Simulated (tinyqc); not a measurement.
CIS and TDHF on RHF in the 3-21g basis, for H2, spin multiplicity 1, step by step. One step of it, computed by the program tinyqc.

Problem. TDHF (RPA) triplet states. B(ia,jb) = - (ib|ja); the squared energies are the eigenvalues of (A - B)(A + B); 1 hartree = 27.211386 eV.

CIS matrix A, triplet (hartree):
```
          1>2       1>3       1>4
1>2  0.254505  0.000000  0.135238
1>3  0.000000  1.061683  0.000000
1>4  0.135238  0.000000  1.242343
```

Two-electron integrals over orbitals (pq|rs), unique and non-zero (hartree):
```
(11|11) 0.575443    (21|21) 0.114339    (22|11) 0.458071    (22|22) 0.422182
(31|11) 0.131999    (31|22) 0.071556    (31|31) 0.095547    (32|21) 0.013992
(32|32) 0.039237    (33|11) 0.527903    (33|22) 0.428079    (33|31) 0.125757
(33|33) 0.509780    (41|21) -0.079463   (41|32) -0.052170   (41|41) 0.106581
(42|11) -0.135238   (42|22) -0.074176   (42|31) -0.082334   (42|33) -0.125523
(42|42) 0.083591    (43|21) -0.128385   (43|32) -0.044197   (43|41) 0.127043
(43|43) 0.187392    (44|11) 0.581808    (44|22) 0.469963    (44|31) 0.172156
(44|33) 0.563052    (44|42) -0.164137   (44|44) 0.650118
```

Give: TDHF matrix B, triplet; squared energies w^2; TDHF energies from the positive w^2.

Solution.

TDHF matrix B, triplet (hartree):
```
        1>2     1>3     1>4
1>2  -0.114   0.000   0.079
1>3   0.000  -0.096   0.000
1>4   0.079   0.000  -0.107
```

squared energies w^2 (hartree^2): 0.036  1.118  1.572

TDHF energies from the positive w^2 (eV): 5.132  28.773  34.119
